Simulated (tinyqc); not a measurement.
# Gate sheet resistance from two finger widths

Problem. At low frequency R = Rsh Wf/(3 L) + B/Wf, where B collects the channel and vertical terms. Find Rsh, B and the width of lowest R.

Inputs (values chosen for the exercise):
```
symbol  value  unit         meaning
L         0.8    um  channel length
```

input resistance of single fingers, contacted at one end, of width 0.73 and 8.9 um (ohm): 208.33862  51.712266

Answer. R Wf is a straight line in Wf^2; the minimum of R lies where both terms are equal.

Rsh = 9.400 ohm/square
B = 150.0 ohm um
width of lowest R = 6.189 um

Computed by the program tinyqc: `OMP_NUM_THREADS=1 python tinyqc.py 2262177 2262178 out.jsonl`, one thread of a shared Intel Xeon 2.30GHz, about 0.01 s for the whole run.
